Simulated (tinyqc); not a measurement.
Rectangular fin or nanosheet with a gate all round, subbands and threshold shift from confinement: one step of the calculation.

Undoped body with a flat potential across it, hard walls, transport along x. Three valley pairs (g = 2 each) with the longitudinal mass along x, y or z. Non-parabolicity enters the subband edges through E (1 + al E) = gamma, so E = 2 gamma/(1 + sqrt(1 + 4 al gamma)); motion within a subband is taken as parabolic with the band-edge mass. Energies are counted from the bulk band edge.

Problem. Threshold shift. Each subband has N_k = g sqrt(2 mx m0 kB T/(pi hbar^2)); without degeneracy n = exp(EF/Vt) sum N_k exp(-E_k/Vt). Classical value Nc times t H, Nc = sum over valleys of 2 g (m m0 kB T/(2 pi hbar^2))^1.5 with m = (mx my mz)^(1/3). Threshold shift dVT = Vt ln(classical value/sum N_k exp(-E_k/Vt)). Use the subbands listed.

Values chosen for this exercise; masses close to those of silicon: temperature T = 300 K; longitudinal mass ml = 0.925 m0; transverse mass mt = 0.189 m0; width (along y) t = 8.7 nm; height (along z) H = 34.8 nm.

Constants: q = 1.602176634e-19 C, kB = 1.380649e-23 J/K, hbar = 1.054571817e-34 J s, m0 = 9.1093837015e-31 kg, Vt = kB T/q. Results are converted to the units shown.

```
subband      E_k (eV)  N_k (cm^-1)
y1,1     0.0070137098  4.0408392e6
y1,2      0.011942311  4.0408392e6
y1,3      0.020156645  4.0408392e6
y2,1      0.023126238  4.0408392e6
z1,1      0.026621549  4.0408392e6
```

Find: shares; sum N_k exp(-E_k/Vt); Nc; classical value; dVT.

Solution.

shares, subband y1,1 to z1,1 (%): 29.134  24.077  17.523  15.621  13.646
sum N_k exp(-E_k/Vt) = 1.0574e7 cm^-1
Nc = 2.7369e19 cm^-3
classical value = 8.2862e7 cm^-1
dVT = 53.223 mV

Program tinyqc, `OMP_NUM_THREADS=1 python tinyqc.py 2350003 2350004 out.jsonl`; Intel Xeon 2.30GHz, shared host, one thread, about 0.2 s.
